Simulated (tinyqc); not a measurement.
Modulation-doped quantum well, Poisson-Schroedinger loop: two steps of the calculation.

A well of width L centred at z = 0 between barriers Vb; effective-mass electrons, parabolic bands. The electrons come from donor sheets outside the mesh, a share fL of Ns on the left and the rest on the right, so the structure is neutral. Energies are counted from the band edge of the well, with U = 0 on the first node in the Hartree part.

Values chosen for this exercise; material values those of a made-up well:
- T = 150 K (temperature)
- md = 0.0247 m0 (in-plane mass)
- eps_r = 17.9 (relative permittivity (all layers))
- Ns = 9.5e11 cm^-2 (sheet density of electrons)
- fL = 0.5 (share of the donors on the left side)
- a = 0.3 (mixing factor)

Constants: q = 1.602176634e-19 C, kB = 1.380649e-23 J/K, hbar = 1.054571817e-34 J s, m0 = 9.1093837015e-31 kg, Vt = kB T/q, eps0 = 8.8541878128e-14 F/cm where lengths are in cm. Results are converted to the units shown.

Question 1. Fermi level and occupations. Level k holds N_k = D_k Vt ln(1 + exp((EF - E_k)/Vt)) with D = md m0 q/(pi hbar^2) per eV (spin included); EF is fixed by sum N_k = Ns.

levels (eV): E1 0.01753783, E2 0.07738824, E3 0.19002303

Give: EF; N_k.

Answer 1.

EF = 0.091620 eV
N_k (cm^-2): E1 7.6481e11, E2 1.8513e11, E3 6.5878e7

Question 2. Density, output potential and mixing. n_i = sum_k N_k |psi_k|^2 (converted to cm^-3). Hartree part by Gauss: on the interval after node i the enclosed sheet charge is S_i = fL Ns - hz sum_(j<=i) n_j, and U_(i+1) = U_i + q S_i hz/(eps0 eps_r) in eV, U_1 = 0. Mixing: U(new) = U + a (U(out) - U).

```
node  z (nm)  U after round 1 (eV)  |psi|^2 of E1 (1/nm)  |psi|^2 of E2 (1/nm)  |psi|^2 of E3 (1/nm)
1        -16           0.000000000           0.000000000           0.000000000            0.00000000
2      -14.4           0.002304854           0.000000000           0.000000001            0.00000000
3      -12.8           0.004609709           0.000000020           0.000000075            0.00000019
4      -11.2           0.006914563           0.000002970           0.000009887            0.00002032
5       -9.6           0.009219387           0.000432245           0.001302443            0.00217190
6         -8           0.011519950           0.026083851           0.071506248            0.09790405
7       -6.4           0.013570994           0.041873815           0.092274470            0.07606157
8       -4.8           0.015248312           0.057041062           0.082803467            0.01496473
9       -3.2           0.016470229           0.069434515           0.049818375            0.00677167
10      -1.6           0.017204077           0.077491524           0.014785034            0.06386710
11         0           0.017447672           0.080279994           0.000000000            0.10147695
12       1.6           0.017204077           0.077491524           0.014785034            0.06386710
13       3.2           0.016470229           0.069434515           0.049818375            0.00677167
14       4.8           0.015248312           0.057041062           0.082803467            0.01496473
15       6.4           0.013570994           0.041873815           0.092274470            0.07606157
16         8           0.011519950           0.026083851           0.071506248            0.09790405
17       9.6           0.009219387           0.000432245           0.001302443            0.00217190
18      11.2           0.006914563           0.000002970           0.000009887            0.00002032
19      12.8           0.004609709           0.000000020           0.000000075            0.00000019
20      14.4           0.002304854           0.000000000           0.000000001            0.00000000
21        16           0.000000000           0.000000000           0.000000000            0.00000000
```

N_k (cm^-2): E1 7.5775702e11, E2 1.9217358e11, E3 6.9398970e7

Give: n; U(out); U after round 2.

Answer 2.

```
node  n (1e17 cm^-3)  U(out) (eV)  U after round 2 (eV)
1             0.0000     0.000000              0.000000
2             0.0000     0.007683              0.003918
3             0.0000     0.015366              0.007837
4             0.0004     0.023049              0.011755
5             0.0578     0.030731              0.015673
6             3.3514     0.038399              0.019584
7             4.9468     0.045200              0.023060
8             5.9137     0.050720              0.025890
9             6.2189     0.054710              0.027942
10            6.1565     0.057090              0.029170
11            6.0840     0.057877              0.029577
12            6.1565     0.057090              0.029170
13            6.2189     0.054710              0.027942
14            5.9137     0.050720              0.025890
15            4.9468     0.045200              0.023060
16            3.3514     0.038399              0.019584
17            0.0578     0.030731              0.015673
18            0.0004     0.023049              0.011755
19            0.0000     0.015366              0.007837
20            0.0000     0.007683              0.003918
21            0.0000     0.000000              0.000000
```

tinyqc, about 0.2 s, one thread, Intel Xeon 2.30GHz (shared host): `OMP_NUM_THREADS=1 python tinyqc.py 2140148 2140149 out.jsonl`
